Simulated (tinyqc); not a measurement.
Adding salt: a particle near a wafer in liquid: double-layer and van der Waals forces (DLVO), deposition barrier and removal. Computed by tinyqc, a small Python program. Command: `OMP_NUM_THREADS=1 python tinyqc.py 3112838 3112839 out.jsonl dlvo walk`. One thread of a shared host (Intel(R) Xeon(R) Processor @ 2.30GHz), about 0.01 s of CPU time with the checks.

Sphere and flat wall, Derjaguin approximation, constant potentials in the linear-superposition form, no retardation and no hydration force.

Inputs (values chosen for the exercise, of the order of those for silica on silica in water): particle radius R = 110 nm; Hamaker constant A = 4.5e-21 J; potential of the particle psi_1 = -27 mV; potential of the wafer psi_2 = -39 mV; salt concentration c = 0.0068 mol/L; valence z of the symmetric salt = 1; temperature T = 293 K; dielectric constant of the liquid = 80.2.

Constants: e = 1.602176634e-19 C; N_A = 6.02214076e+23 1/mol; eps_0 = 8.8541878128e-12 F/m; k_B = 1.380649e-23 J/K; k_B = 8.617333262e-05 eV/K.

Method:
- kappa^2 = 2 z^2 e^2 N_A (1000 c)/(eps eps_0 k_B T); gamma_i = tanh(z e psi_i/(4 k_B T)); Z = 64 pi eps eps_0 (k_B T/(z e))^2 gamma_1 gamma_2.
- The barrier height is zero when U = 0 and F = 0 together: kappa h = 1 and kappa = 6 Z/(e A), e = 2.718282 here; c follows from kappa^2, with the potentials held fixed.
- U(h) = Z R exp(-kappa h) - A R/(6 h); F(h) = -dU/dh = kappa Z R exp(-kappa h) - A R/(6 h^2), positive for repulsion.
- F = 0 reads x^2 exp(-x) = y with x = kappa h and y = A kappa/(6 Z); the left side peaks at x = 2 with 4/e^2 = 0.5413, so roots exist for smaller y: x < 2 is the barrier, x > 2 the secondary minimum.
- kappa scales as sqrt(c); potentials are held fixed. A dash marks rows without a maximum.

critical concentration = 1.71079 mol/L

kappa = 0.270532 1/nm

Z = 8.74819 pN

Against the concentration:
```
c (mol/L)  Debye length (nm)  barrier at (nm)  barrier (k_B T)  minimum at (nm)  minimum (k_B T)
1.71e-04              23.310           1.4586           209.47       2.3921e+02      -7.6947e-02
1.71e-03               7.371           0.8417           187.98       6.4901e+01      -2.7854e-01
1.71e-02               2.331           0.4974           151.17       1.6947e+01      -1.0379e+00
8.55e-02               1.042           0.3543           111.78       6.3817e+00      -2.6737e+00
3.42e-01               0.521           0.2753            66.19       2.6268e+00      -6.2234e+00
8.55e-01               0.330           0.2431            29.89       1.3952e+00      -1.1164e+01
1.54e+00               0.246           0.2333             4.60       8.9220e-01      -1.6565e+01
2.57e+00               0.190           0.2400           -17.65       5.6683e-01      -2.3910e+01
5.13e+00               0.135                -                -                -                -
```

At low salt the barrier tends to Z R = 238 k_B T; it is half of that between 0.017 and 0.086 mol/L and changes sign at 1.7 mol/L, while the secondary minimum deepens to -17 k_B T at 0.9 of that. Caution: above about 1 mol/L the Debye length is of molecular size and surface potentials do not stay fixed, so this value is formal.

Extremes, crossings and ranges named in words are read from the listed rows.
